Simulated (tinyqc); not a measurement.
Which single mass stands for the valley: donor in an ellipsoidal valley (Kohn-Luttinger variational method). Computed by tinyqc, a small Python program. Command: `OMP_NUM_THREADS=1 python tinyqc.py 3005352 3005353 out.jsonl kohnlutt walk`. One thread of a shared host (Intel(R) Xeon(R) Processor @ 2.30GHz), about 0.02 s of CPU time with the checks.

H = -(d^2/dx^2 + d^2/dy^2) - gamma d^2/dz^2 - 2/r in units built on m_t, with gamma = m_t/m_l and z along the valley axis. One valley; no valley-orbit or central-cell term.

Inputs (values chosen for the exercise, for a model semiconductor): transverse mass m_t = 0.0764 m_0; longitudinal mass m_l = 0.255 m_0; dielectric constant eps = 11.6.

Constants: Ry = 13.605693123 eV; a_0 = 0.529177210903 angstrom.

Method:
- Ry* = Ry m_t/eps^2, a* = a_0 eps/m_t, gamma = m_t/m_l.
- Trial function exp(-sqrt((x^2 + y^2)/a^2 + z^2/b^2)) with beta = b/a < 1: E = t/a^2 - u/a, t = (2 + gamma/beta^2)/3, u = 2 arcsin(sqrt(1 - beta^2))/sqrt(1 - beta^2); the best a is 2 t/u and E(beta) = -u^2/(4 t).
- Golden-section search on beta from 0.05 to 0.999, 60 steps.
- Gaussian basis: g = P exp(-al (x^2 + y^2) - be z^2) with P = 1 (s-like), z (2p0) or x (2p+-); al = 0.004 x 2.6^k, k = 0..11, and be/al = 1, gamma^(-1/2) or 1/gamma (36 functions); 1/r = (2/sqrt(pi)) int exp(-t^2 r^2) dt by 48 Gauss-Legendre points after t = sqrt(al_i + al_j) tan(theta); overlap eigenvalues below 1e-10 are dropped.
- A hydrogenic level is Ry m/eps^2 for one mass m; errors are against the Gaussian basis.

gamma = 0.299608

1s binding energy, Gaussian basis = 11.0459 meV

1s binding energy, trial function = 11.0377 meV

1s binding energy:
```
rule                                      mass (m_0)  binding (meV)  error (%)
transverse mass                              0.07640          7.725     -30.06
conductivity mass 3/(2/m_t + 1/m_l)          0.09967         10.078      -8.76
density-of-states mass (m_t^2 m_l)^(1/3)     0.11418         11.545       4.52
longitudinal mass                            0.25500         25.784     133.42
trial function with a and b                        -         11.038      -0.07
mass that fits 1s                            0.10924         11.046       0.00
```

The conductivity mass, which is what a spherical trial function (a = b) gives, falls short by 8.8 %, as a restricted variational bound must; the density-of-states mass is off by +4.5 %. The mass that fits lies between the two.

Extremes, crossings and ranges named in words are read from the listed rows.
